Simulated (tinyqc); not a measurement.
MOS capacitor with interface traps: C-V stretch-out, conductance peak and subthreshold swing. Changing the doping N. Computed by tinyqc, a small Python program. Command: `OMP_NUM_THREADS=1 python tinyqc.py 3019999 3020000 out.jsonl mostraps sweep`. One thread of a shared host (Intel(R) Xeon(R) Processor @ 2.30GHz), about 0.01 s of CPU time with the checks.

Energies at the interface are counted from the valence band. psi > 0 means bending towards depletion, so the surface potential is -psi. Boltzmann statistics, full ionisation, no quantum confinement. Traps are neutral when filled up to E_n, with a sharp (zero-temperature) occupation.

Inputs (values chosen for the exercise, for a model semiconductor):
```
quantity                              value         unit
gap E_g                                4.66           eV
electron mass m_e                      0.34          m_0
valleys M_c                               1            -
hole mass m_h                           2.3          m_0
dielectric constant eps_s              13.1            -
insulator constant eps_ox              3.94            -
insulator thickness t_ox                4.2           nm
work-function difference phi_ms       -0.29            V
fixed charge N_f                    2.2e+10        cm^-2
trap density D_0                    1.7e+11  cm^-2 eV^-1
neutrality level E_n                    1.8           eV
band bending towards depletion psi     0.34            V
temperature T                           300            K
```

Substrate: n-type. Trap spectrum: flat.

Constants: m_0 = 9.1093837015e-31 kg; k_B = 1.380649e-23 J/K; h = 6.62607015e-34 J s; k_B = 8.617333262e-05 eV/K; eps_0 = 8.8541878128e-12 F/m; e = 1.602176634e-19 C.

Method:
- N_c = 2 M_c (2 pi m_e k_B T/h^2)^(3/2) and N_v = 2 (2 pi m_h k_B T/h^2)^(3/2), masses in units of m_0.
- n_i = sqrt(N_c N_v) exp(-E_g/2 k_B T); E_F = E_g - k_B T ln(N_c/N); phi_B = (k_B T/e) ln(N/n_i); L_D = sqrt(eps_s eps_0 k_B T/(e^2 N)); C_ox = eps_ox eps_0/t_ox.
- With u = psi/k_B T and r = (n_i/N)^2: F = sqrt(exp(-u) + u - 1 + r (exp(u) - u - 1)); Q_s = +sign(u) sqrt(2) eps_s eps_0 (k_B T/e) F/L_D; C_s = (eps_s eps_0/(sqrt(2) L_D)) |1 - exp(-u) + r (exp(u) - 1)|/F; at high frequency, below strong inversion, the terms in r are dropped.
- D(E) = D_0.
- E_F at the interface is E_s = E_F - psi; Q_it = -e int from E_n to E_s of D(E) dE; C_it = e D(E_s) (per volt); V_G = phi_ms - psi - (Q_s + Q_it + e N_f)/C_ox.
- C_LF = [1/C_ox + 1/(C_s + C_it)]^-1; C_HF = [1/C_ox + 1/C_s(HF)]^-1; high-low estimate D = [(1/C_LF - 1/C_ox)^-1 - (1/C_HF - 1/C_ox)^-1]/e; stretch-out |dV_G/d psi| = 1 + (C_s + C_it)/C_ox; swing factor at this bending (the subthreshold swing when psi lies between phi_B and 2 phi_B) S = ln(10) (k_B T/e)(1 + (C_s(HF) + C_it)/C_ox).

One run for each value:
```
doping N (cm^-3)  swing factor S (mV/decade)  C_HF (microF/cm^2)  gate voltage V_G (V)  Debye length L_D (nm)
1.00e+14                              61.868             0.00540              -0.56489                 432.62
4.00e+14                              62.258             0.01074              -0.56783                 216.31
2.00e+15                              63.221             0.02363              -0.57663                  96.74
8.00e+15                              64.965             0.04595              -0.59386                  48.37
4.00e+16                              69.274             0.09618              -0.63798                  21.63
2.00e+17                              78.909             0.18813              -0.73831                   9.67
7.00e+17                              94.088             0.29398              -0.89746                   5.17
```

What does the table show?

Over the rows, swing factor S (mV/decade) rises from 61.9 to 94.1 (exponent d ln y / d ln x 0.0045 between the first rows and 0.14 between the last); C_HF (microF/cm^2) rises from 0.00540 to 0.294 (exponent d ln y / d ln x 0.50 between the first rows and 0.36 between the last); gate voltage V_G (V) falls from -0.565 to -0.897 (exponent d ln y / d ln x 0.0037 between the first rows and 0.16 between the last).  Left out: 3.00e18 (the substrate is degenerate or intrinsic).

Caution (all rows): traps deeper than about 24 k_B T and minority carriers reach equilibrium slowly or not at all, so the charges here are limits for very slow sweeps. Caution (rows 7.00e17): the bulk E_F lies within 3 k_B T of the majority band, where the dopants may be only partly ionised.
